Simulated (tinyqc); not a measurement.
# Worked calculation: on-chip interconnect, size-dependent resistivity and RC delay

Numbers from tinyqc (`OMP_NUM_THREADS=1 python tinyqc.py 2100158 2100159 out.jsonl`; about 0.01 s on one thread of a shared Intel Xeon 2.30GHz). Printed values are rounded.

A rectangular line between two neighbours and two ground planes. Surface and grain-boundary scattering are added to the bulk resistivity as corrections; capacitances are parallel-plate values without fringing; inductance is ignored.

Parameters, values chosen for the exercise; metal values close to those of copper:
- rho0 = 1.68 uohm cm (bulk resistivity)
- lam = 38.9 nm (bulk mean free path)
- ps = 0 (specular share of surface scattering)
- Rg = 0.41 (reflection coefficient of grain boundaries)
- gr = 2 (grain size over the metal width)
- wd = 24 nm (drawn line width)
- AR = 1.3 (aspect ratio, height over width)
- tl = 2.8 nm (liner on both walls and the bottom, not conducting)
- sp = 24 nm (space to the neighbouring lines)
- hd = 32 nm (dielectric height to the planes above and below)
- ek = 2.2 (relative permittivity of the dielectric)
- Mf = 2 (Miller factor of the neighbours)
- Lw = 400 um (line length)
- Rd = 420 ohm (driver resistance)
- Cl = 0.71 fF (load capacitance)
- dt = 250 ps (time step)

Constants: eps0 = 8.8541878128e-12 F/m. Results are converted to the units shown.

Range of the model: The metal width is under the mean free path, where the thick-limit surface term and the simple sum of corrections lose accuracy.

## Resistivity, resistance and capacitance per length

Metal width x = wd - 2 tl, height y = AR wd - tl; grain boundaries (Mayadas-Shatzkes): al = (lam/(gr x)) Rg/(1 - Rg), g = 1/[1 - 3 al/2 + 3 al^2 - 3 al^3 ln(1 + 1/al)] - 1; surfaces (Fuchs-Sondheimer, thick limit): s = (3/8) lam (1 - ps)(1/x + 1/y); rho = rho0 (1 + g + s); r = rho/(x y); c = eps0 ek (2 wd/hd + 2 Mf AR wd/sp).

x = 18.4 nm
y = 28.4 nm
al = 0.7345707
g = 1.019352
s = 1.306443
rho = 5.587336 uohm cm
r = 106.9224 ohm/um
c = 0.1305107 fF/um

rho is 3.33 times the bulk value; surfaces add more (1.31 against 1.02). The liner takes 30.2 % of the cross-section.

## Ladder and Elmore delays

7 equal pi sections: series Rs = r Lw/7; node capacitances c Lw/7, halved at nodes 0 and 7, with Cl added to node 7; Rd feeds node 0. Elmore delay of node k: the sum, over the resistors on the path to k, of resistance times all capacitance downstream of it.

Rs = 6109.850 ohm
C, node 0 to 7 (fF): [3.728878, 7.457756, 7.457756, 7.457756, 7.457756, 7.457756, 7.457756, 4.438878]
Elmore delay, node 0 to 7 (ps): [22.22400, 322.7395, 577.6892, 787.0732, 950.8914, 1069.144, 1141.830, 1168.951]

The far-end value equals Rd (c Lw + Cl) + r Lw (c Lw/2 + Cl) for any number of pi sections; the line resistance contributes 98.1 % of it.

## Step 1: node voltages after a time step

v at t = 0, node 0 to 7 (V): [0, 0, 0, 0, 0, 0, 0, 0]

A 1 V step is applied behind Rd at t = 0. C dv/dt = -G v + b, with G the conductance matrix of the ladder (1/Rs between neighbours, 1/Rd added at node 0) and b = (1 V/Rd, 0, ...). Trapezoidal step: (C/dt + G/2) v(new) = (C/dt - G/2) v + b.

v at t = 1 dt, node 0 to 7 (V): [1.916931, 1.057886, 0.584469, 0.324106, 0.181888, 0.105973, 0.068688, 0.056442]

Node 0 overshoots the 1 V source: the trapezoidal rule rings on modes much faster than dt.

## Step 2: node voltages after a time step

As before.

v at t = 2 dt, node 0 to 7 (V): [0.0865508, 0.6626321, 0.7090057, 0.5877218, 0.4443877, 0.3304386, 0.2596829, 0.2335110]

## Course in time

A 1 V step is applied behind Rd at t = 0. C dv/dt = -G v + b, with G the conductance matrix of the ladder (1/Rs between neighbours, 1/Rd added at node 0) and b = (1 V/Rd, 0, ...). Trapezoidal step: (C/dt + G/2) v(new) = (C/dt - G/2) v + b. The last column solves the same ladder exactly by its modes.

Voltages (V):
```
t (ps)  node 0  node 3  node 7  node 7, exact
250.0    1.917  0.3241  0.0564         0.0659
500.0    0.087  0.5877  0.2335         0.2546
750.0    1.869  0.6109  0.4320         0.4240
1000     0.139  0.7426  0.5592         0.5568
1250     1.828  0.7807  0.6605         0.6592
1500     0.183  0.8414  0.7418         0.7379
1750     1.790  0.8755  0.7995         0.7985
2000     0.224  0.9032  0.8476         0.8450
2250     1.754  0.9290  0.8821         0.8808
2500     0.261  0.9411  0.9099         0.9084
2750     1.720  0.9595  0.9307         0.9295
3000     0.295  0.9643  0.9467         0.9458
```

The far end of the ladder reaches 0.5 V at 885.1 ps, 0.757 of its Elmore delay (ln 2 = 0.693 for a single pole); the slowest mode has a time constant of 951.5 ps. The largest error of the trapezoidal steps at that node is 21 mV. Node 0 swings up and down from step to step: the trapezoidal rule does not damp modes much faster than dt, so these swings are numerical.
